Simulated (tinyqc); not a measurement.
Inside a calculation. Method: Born-Oppenheimer dynamics on the UHF/sto-3g surface (energies and gradients from PySCF), for BeH, spin multiplicity 2. Computed by tinyqc, a small Python program that keeps every step (integrals from PySCF). Settings: charge = 0, multiplicity = 2, basis = sto-3g, time step (fs) = 0.5, steps = 16. Command: `OMP_NUM_THREADS=1 python tinyqc.py 30748 30749 out.jsonl` (the two numbers bound the seeds that draw the settings). One thread of a shared host (Intel(R) Xeon(R) Processor @ 2.60GHz), about 1 s of CPU time with the checks.

positions (bohr), order 1Be, 2H:
```
[[0.000000, 0.000000, 0.000000],
 [0.000000, 0.000000, 2.447195]]
```

The total energy should stay constant up to terms of order dt^2; the step counts as short enough if it moves by less than 2 % of the largest kinetic energy.

Trajectory:
```
time (fs)  1Be-2H (angstrom)  potential (hartree)  kinetic (hartree)  total (hartree)
0.000000            1.295000         -14.93530734         0.00031785     -14.93498949
0.500000            1.298505         -14.93532055         0.00033086     -14.93498969
1.000000            1.302207         -14.93532371         0.00033396     -14.93498975
1.500000            1.305889         -14.93531599         0.00032635     -14.93498964
2.000000            1.309341         -14.93529906         0.00030965     -14.93498941
2.500000            1.312367         -14.93527660         0.00028749     -14.93498910
3.000000            1.314796         -14.93525346         0.00026467     -14.93498879
3.500000            1.316495         -14.93523462         0.00024608     -14.93498854
4.000000            1.317369         -14.93522406         0.00023566     -14.93498840
4.500000            1.317371         -14.93522404         0.00023564     -14.93498840
5.000000            1.316500         -14.93523455         0.00024601     -14.93498854
5.500000            1.314805         -14.93525337         0.00026458     -14.93498879
6.000000            1.312379         -14.93527649         0.00028739     -14.93498910
6.500000            1.309356         -14.93529897         0.00030956     -14.93498941
7.000000            1.305905         -14.93531593         0.00032629     -14.93498964
7.500000            1.302223         -14.93532369         0.00033395     -14.93498975
8.000000            1.298521         -14.93532059         0.00033089     -14.93498969
```

Is the time step short enough?

Yes. The total energy moves within 1.3e-06 hartree, under 2 % of the largest kinetic energy.
